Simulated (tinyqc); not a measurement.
Gain against bias and Miller's formula: avalanche multiplication and breakdown of a junction from ionisation integrals. Computed by tinyqc, a small Python program. Command: `OMP_NUM_THREADS=1 python tinyqc.py 3026727 3026728 out.jsonl impact walk`. One thread of a shared host (Intel(R) Xeon(R) Processor @ 2.30GHz), about 0.01 s of CPU time with the checks.

Ionisation coefficients follow the local field. Position x runs through the depletion layer from the p side (x = 0), where electrons enter, to the n side (x = w), where holes enter. The built-in voltage is neglected.

Inputs (values chosen for the exercise, modelled on silicon):
```
quantity                   value        unit
electron prefactor a_n    745000        1/cm
electron field b_n      1.24e+06        V/cm
hole prefactor a_p      1.45e+06        1/cm
hole field b_p          2.05e+06        V/cm
exponent c                     1           -
permittivity eps            11.7           -
layer width W                2.7  micrometre
```

Junction: p-i-n with uniform field.

Constants: e = 1.602176634e-19 C; eps_0 = 8.8541878128e-12 F/m.

Method:
- alpha_n = a_n exp(-(b_n/F)^c), alpha_p = a_p exp(-(b_p/F)^c).
- Uniform field F = F_m, w = W, V = F_m W.
- With Phi(x) = int_0^x (alpha_n - alpha_p) dx': 1 - 1/M_n = I_n = int_0^w alpha_n exp(-Phi) dx and M_p = M_n exp(-Phi(w)); trapezoid rule on 401 even points; breakdown at I_n = 1.
- Solve I_n(F_m) = 1.
- Miller's exponent n is defined by 1 - 1/M = (V/V_B)^n for the larger M.

breakdown voltage = 76.1558 V

critical field F_m = 0.282059 MV/cm

Gain:
```
V/V_B   V (V)  F_m (MV/cm)     M_n     M_p  Miller exponent n
0.50   38.078      0.14103   1.031  1.0002             5.0546
0.60   45.693      0.16924   1.142  1.0023             4.0863
0.70   53.309      0.19744   1.461  1.0148             3.2328
0.80   60.925      0.22565   2.342  1.0721             2.4948
0.90   68.540      0.25385   5.517  1.3617             1.8980
0.95   72.348      0.26796  12.261  2.0665             1.6587
0.98   74.633      0.27642  32.766  4.3002             1.5342
0.99   75.394      0.27924  67.019  8.0649             1.4958
```

The larger gain passes 2 between 0.700 and 0.800 of V_B and reaches 67.0 at 0.99. Miller's exponent runs from 1.5 to 5.1, so it is not a constant: a fit holds over a narrow range only. From the first row to the last the voltage grows by a factor 1.98 and the peak field by 1.98.

Extremes, crossings and ranges named in words are read from the listed rows.
